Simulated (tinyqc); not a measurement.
# Changing the composition x for the local step

Model: interdiffusion in a binary couple: Darken equations, Kirkendall shift and Boltzmann-Matano analysis. Computed by tinyqc, a small Python program. Command: `OMP_NUM_THREADS=1 python tinyqc.py 3006251 3006252 out.jsonl darken sweep`. One thread of a shared host (Intel(R) Xeon(R) Processor @ 2.30GHz), about 0.1 s of CPU time with the checks.

x is the mole fraction of B; the molar volume is constant, and the two halves are long enough to count as infinite.

Inputs (values chosen for the exercise, for a model alloy A-B):

| quantity | value | unit |
|---|---|---|
| tracer diffusivity D*_A(0) | 1.7e-15 | m^2/s |
| tracer diffusivity D*_B(0) | 3.7e-15 | m^2/s |
| slope k of ln D* with x | 0.17 | - |
| regular-solution parameter W | 0.028 | eV |
| temperature T | 1100 | K |
| left composition x_L | 0.32 | - |
| right composition x_R | 0.69 | - |
| time t | 350000 | s |

Vacancy-wind correction: Manning, fcc.

Constants: k_B = 8.617333262e-05 eV/K.

Method:
- D*_i(x) = D*_i(0) exp(k x); thermodynamic factor Phi = 1 - 2 W x (1 - x)/(k_B T); with f0 = 0.7815, M0 = 2 f0/(1 - f0), den = M0 ((1 - x) D*_A + x D*_B): D_A = D*_A Phi [1 + 2 (1 - x)(D*_A - D*_B)/den], D_B = D*_B Phi [1 - 2 x (D*_A - D*_B)/den]; interdiffusion D~ = x D_A + (1 - x) D_B.
- With lambda = z/sqrt(t), the profile solves d/dlambda (D~ dx/dlambda) + (lambda/2) dx/dlambda = 0 with x = x_L and x_R far to the left and right; z = 0 is the original interface. It is solved as a boundary-value problem in y = lambda/sqrt(D~ at the mean composition) on -12 < y < 12 (collocation, tolerance 1e-8).
- Read from the profile: the position z(x), the area -int_(x_L)^x z dx and the slope.
- D~(x) = area/(2 t slope), with z counted from the original interface (the Matano plane); 1 um^2 = 1e-12 m^2.

One run for each value:

| composition x for the local step | interdiffusion coefficient D~ at the local x (m^2/s) | thermodynamic factor Phi | position z(x) (um) | D~ from the profile (m^2/s) |
|---|---|---|---|---|
| 0.34 | 2.872e-15 | 0.8674 | -70.26 | 2.872e-15 |
| 0.39 | 2.780e-15 | 0.8595 | -37.44 | 2.780e-15 |
| 0.43 | 2.711e-15 | 0.8552 | -21.99 | 2.711e-15 |
| 0.48 | 2.632e-15 | 0.8525 | -6.26 | 2.632e-15 |
| 0.53 | 2.558e-15 | 0.8528 | 8.23 | 2.558e-15 |
| 0.58 | 2.490e-15 | 0.8561 | 23.34 | 2.490e-15 |
| 0.62 | 2.439e-15 | 0.8608 | 37.65 | 2.439e-15 |
| 0.67 | 2.379e-15 | 0.8694 | 67.01 | 2.379e-15 |

What does the table show, and why?

Over the rows, interdiffusion coefficient D~ at the local x (m^2/s) falls from 2.87e-15 to 2.38e-15 (exponent d ln y / d ln x -0.24 between the first rows and -0.32 between the last); thermodynamic factor Phi goes from 0.867 through a minimum among these rows, 0.853 at 0.480, to 0.869; position z(x) (um) rises from -70.3 to 67.0. D~ read back from the profile reproduces the local D~.

Extremes, crossings and ranges named in words are read from the listed rows.
